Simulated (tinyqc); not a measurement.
Inside a calculation. Model: equation-of-state fits to an energy-volume table made by a known binding curve. Computed by tinyqc, a small Python program that keeps every step. Command: `OMP_NUM_THREADS=1 python tinyqc.py 3005730 3005731 out.jsonl eosfit walk`. One thread of a shared host (Intel(R) Xeon(R) Processor @ 2.30GHz), about 0.02 s of CPU time with the checks. Intermediate numbers are printed to about 6 digits and carried at full precision; extremes and crossings named in words are read from the listed rows.

With x = (V/V_0)^(1/3), the energy per atom is E = -D [1 + eta (x - 1)] exp(-eta (x - 1)), so that B0 = D eta^2/(9 V_0) and B' = 1 + 2 eta/3. B' = dB/dP at P = 0.

Inputs (values chosen for the exercise, for a model crystal): cohesive energy D = 7.28 eV/atom; true volume V_0 = 21.7 angstrom^3/atom; stiffness eta = 3.67; half-width of the volume window w = 0.12; shift of the window centre s = -0.024; points N = 7; compression V/V_0 for the pressure test = 0.7.

Binding curve: universal binding. Noise: none.

Constants: 1 eV/angstrom^3 = 160.2176634 GPa.

## Exact values of the curve

B0 and B' from the formulas above; P = -dE/dV at V = c V_0 (c the compression chosen), from the curve itself.

exact B0 = 80.4399 GPa

exact B' = 3.44667

exact pressure at c V_0 = 51.7746 GPa

## Energy-volume table

Table: V_j = V_0 [1 + s + w (2 j/(N - 1) - 1)], j = 0..N-1, rounded to 0.001; E_j from the curve, rounded to 1e-7 eV.

Table:
```
V (angstrom^3)      E (eV)
18.575          -7.1383235
19.443          -7.2107932
20.311          -7.2553998
21.179          -7.2767450
22.047          -7.2786395
22.915          -7.2642552
23.783          -7.2362444
```

## Birch-Murnaghan fit

Third-order Birch-Murnaghan is a cubic in u = V^(-2/3): fit it by linear least squares, find the minimum, and take B0 = V E''(V), B' = -1 - V E'''/E'' there.

fitted E0 = -7.28000 eV

fitted V0 = 21.7004 angstrom^3

fitted B0 = 80.4055 GPa

fitted B' = 3.43308

root-mean-square residual = 0.00464045 meV

Against the exact curve V0 is off by +0.002 %, B0 by -0.04 % and B' by -0.4 %.

## Errors of the Birch-Murnaghan fit

Errors are fitted minus exact, relative; the pressure at c V_0 uses P = (3 B0/2) (x^7 - x^5) [1 + (3/4)(B' - 4)(x^2 - 1)], x = (V0/V)^(1/3) with the fitted values.

error of B0 = -0.0427397 %

error of B' = -0.394271 %

fitted pressure at c V_0 = 51.9738 GPa

error of that pressure = 0.384741 %

## Vinet fit by Gauss-Newton steps

Vinet: E = E0 + (9 B0 V0/h^2) {1 + [h (1 - x) - 1] exp(h (1 - x))}, P = 3 B0 (1 - x) x^-2 exp(h (1 - x)), x = (V/V0)^(1/3), h = (3/2)(B' - 1). Gauss-Newton steps on (E0, V0, B0, B'): solve J d = r by least squares, r the residuals and J their derivatives (central differences, relative step 1e-5); start from the parabola fit in V with B' = 4; stop when all relative changes are below 1e-7.

Iterations:
```
step   E0 (eV)  V0 (angstrom^3)  B0 (GPa)       B'  rms residual (meV)
0     -7.28278          21.8390   92.4688  4.00000         1.69781e+01
1     -7.27978          21.7189   80.7264  3.52923         1.45544e+00
2     -7.28000          21.7001   80.4460  3.44718         1.24430e-02
3     -7.28000          21.7000   80.4400  3.44664         1.32845e-05
4     -7.28000          21.7000   80.4400  3.44664         1.32706e-05
```

B0, Vinet = 80.4400 GPa

B', Vinet = 3.44664

The Vinet form is this binding curve itself, so without noise it returns the exact values but for the rounding of the table.

## Five forms on the same table

Murnaghan: E = E0 + (B0 V/B') [(V0/V)^B'/(B' - 1) + 1] - B0 V0/(B' - 1), P = (B0/B') [(V0/V)^B' - 1]. Birch-Murnaghan: E = E0 + (9 V0 B0/16) [y^3 B' + y^2 (2 - 4 y)], y = (V0/V)^(2/3) - 1; P = (3 B0/2) (x^7 - x^5) [1 + (3/4)(B' - 4)(x^2 - 1)], x = (V0/V)^(1/3). All are least-squares fits to the energies; for polynomials in V, B0 = V E'' and B' = -1 - V E'''/E'' at the minimum.

Fitted values:
```
form             V0 (angstrom^3)  B0 (GPa)        B'  P at c V_0 (GPa)
exact                    21.7000   80.4399   3.44667           51.7746
parabola in V            21.8390   92.4688  -1.00000                 -
cubic in V               21.6854   82.3039   3.95044                 -
Murnaghan                21.7033   80.1650   3.31665           54.7627
Birch-Murnaghan          21.7004   80.4055   3.43308           51.9738
Vinet                    21.7000   80.4400   3.44664           51.7744
```

In B0 the Vinet form comes closest (0.00 %) and the parabola in V form misses most (+14.95 %). A parabola in V has no third derivative, so its B' is -1 by construction. At c V_0, beyond the window, the pressure errors are Murnaghan +5.8 %, Birch-Murnaghan +0.4 %, Vinet 0.0 %; Murnaghan keeps B linear in P and so runs too stiff under compression.

## The width of the window

The table is made anew for each w.

Errors (%):
```
w     B0, parabola  B0, cubic  B0, Murnaghan  B0, Birch-Murnaghan  B0, Vinet  B', Birch-Murnaghan
0.03        11.376     -0.470          0.088                0.008     -0.002               -0.316
0.05        11.796     -0.144          0.037                0.003     -0.001               -0.345
0.08        12.823      0.653         -0.088               -0.012      0.000               -0.363
0.12        14.954      2.317         -0.342               -0.043      0.000               -0.394
0.16        18.005      4.721         -0.686               -0.085      0.000               -0.432
0.22        24.446      9.886         -1.346               -0.166      0.000               -0.494
```

The Birch-Murnaghan error of B0 is smallest among these at w = 0.05 (0.003 % in size); it is 0.008 % at the narrowest and 0.166 % at the widest.  The Vinet form is the binding curve itself here, so its error comes from noise and rounding alone. At the widest window the errors of B0 are +24.4 % for the parabola and +9.9 % for the cubic in V.

Checks made by the program: nonlinear Birch-Murnaghan fit against the linear one (relative difference below 1e-10).
